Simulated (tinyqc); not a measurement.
## Doping and flat-band voltage from two insulator thicknesses

Question. A junctionless wire is fully depleted at VT = Vfb - q Nd R^2/(4 eps0 eps_r) - q Nd R^2 ln(1 + tox/R)/(2 eps0 eox). Find Nd and Vfb.

Values chosen for this exercise; material values close to those of silicon: relative permittivity of the semiconductor eps_r = 11.5; relative permittivity of the gate insulator eox = 3.9; wire radius R = 8 nm.

Constants: q = 1.602176634e-19 C, eps0 = 8.8541878128e-14 F/cm where lengths are in cm. Results are converted to the units shown.

VT at tox = 3.6 and 7.9 nm (V): [-0.34684631, -0.73541554]

Solution. The difference of the thresholds is proportional to Nd and holds no Vfb.

Nd = 8.30e18 cm^-3
Vfb = 0.320 V

Program tinyqc, `OMP_NUM_THREADS=1 python tinyqc.py 2460095 2460096 out.jsonl`; Intel Xeon 2.30GHz, shared host, one thread, about 0.01 s.
